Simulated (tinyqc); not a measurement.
Conductivity against oxygen pressure: defect equilibria of an oxide against oxygen pressure (mass action). Computed by tinyqc, a small Python program. Command: `OMP_NUM_THREADS=1 python tinyqc.py 3022337 3022338 out.jsonl brouwer walk`. One thread of a shared host (Intel(R) Xeon(R) Processor @ 2.30GHz), about 0.01 s of CPU time with the checks.

Defects: oxygen vacancies V (charge +2), electrons n, holes p, the ionic partner X = V_M'' (charge -2), and the dopant. Activities are taken equal to concentrations.

Inputs (values chosen for the exercise, for a model oxide):
```
quantity                           value             unit
reduction enthalpy H_r              4.39               eV
prefactor K_r0                   2.5e+67  cm^-9 atm^(1/2)
gap E_g                             3.96               eV
prefactor N_c N_v                6.3e+42            cm^-6
disorder enthalpy H_s                2.4               eV
prefactor K_s0                   2.6e+44            cm^-6
dopant density N_d               8.1e+19            cm^-3
temperature T                       1000                K
electron mobility mu_n             0.083       cm^2/(V s)
hole mobility mu_p                   1.1       cm^2/(V s)
vacancy diffusion prefactor D_0    0.012           cm^2/s
vacancy migration energy E_m        0.61               eV
```

Ionic disorder: Schottky, oxide MO. Dopant (singly charged, fully ionised): acceptor.

Constants: k_B = 8.617333262e-05 eV/K; e = 1.602176634e-19 C.

Method:
- K_r = K_r0 exp(-H_r/k_B T) = [V] n^2 P^(1/2); K_i = N_c N_v exp(-E_g/k_B T) = n p; K_s = K_s0 exp(-H_s/k_B T) = [X] [V].
- Neutrality: 2 [V] + p = n + 2 [X] + N_d. With n as the unknown, [V] = K_r/(n^2 P^(1/2)), p = K_i/n, [X] = K_s/[V]; the log ratio is ln(positive/negative).
- The root is found by 60 bisections in ln n between n = 1e-10 and 1e25 cm^-3.
- sigma_n = e n mu_n, sigma_p = e p mu_p, sigma_ion = 2 e [V] mu_V with mu_V = 2 e D/(k_B T) and D = D_0 exp(-E_m/k_B T); only the oxygen vacancies carry ionic current, and the ionic transport number is sigma_ion over the total.

K_r = 1.87635e+45 cm^-9 atm^(1/2)

K_i = 6.94735e+22 cm^-6

K_s = 2.08692e+32 cm^-6

Log10 of the conductivities in S/cm:
```
log10 P (atm)   n-type   p-type    ionic    total  ionic transport number
-28            -0.1525  -15.636  -2.2978  -0.1494                 0.00710
-24            -1.0602  -14.728  -2.4825  -1.0440                 0.03644
-20            -2.0451  -13.743  -2.5126  -1.9177                 0.25417
-16            -3.0435  -12.745  -2.5159  -2.4030                 0.77115
-12            -4.0433  -11.745  -2.5162  -2.5035                 0.97115
-8             -5.0433  -10.745  -2.5162  -2.5149                 0.99704
-4             -6.0433   -9.745  -2.5162  -2.5161                 0.99970
0              -7.0433   -8.745  -2.5162  -2.5162                 0.99997
```

What follows from these numbers?

The ionic transport number exceeds 0.9 in the rows log P = -12, -8, -4, 0: the electrolytic window. The total has no minimum inside this range.

Extremes, crossings and ranges named in words are read from the listed rows.
